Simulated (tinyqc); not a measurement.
Landau-Devonshire theory of a uniaxial ferroelectric: one step, computed by the program tinyqc.

G(P) = (alpha/2) P^2 + (beta*/4) P^4 + (gamma/6) P^6 - E P per volume, SI units, one domain, P along the polar axis, which is normal to the film.

Question. The 180-degree wall. With the term (g/2) (dP/dx)^2, (g/2) P'^2 = G(P) - G(Ps) across the wall: energy = int_(-Ps)^(Ps) sqrt(2 g [G(P) - G(Ps)]) dP (40 Gauss-Legendre points); width = 2 Ps over the slope at P = 0, sqrt(2 |G(Ps)|/g). Elastic coupling inside the wall is left out.

Inputs (values chosen for the exercise, modelled on barium titanate):

| quantity | value | unit |
|---|---|---|
| Curie-Weiss temperature T0 | 381 | K |
| gamma | 1.63e+10 | J m^9/C^6 |
| temperature T | 322 | K |
| gradient coefficient g | 1e-11 | J m^3/C^2 |

Sample: epitaxial film.

spontaneous polarisation Ps = 25.23112 microcoulomb/cm^2

alpha = -9.889014e+07 J m/C^2

beta* = 5.157143e+08 J m^5/C^4

well depth G(Ps) = -1.924310 MJ/m^3

Give: wall energy; wall width.

Answer.

wall energy = 2.160 mJ/m^2

wall width = 0.8134 nm
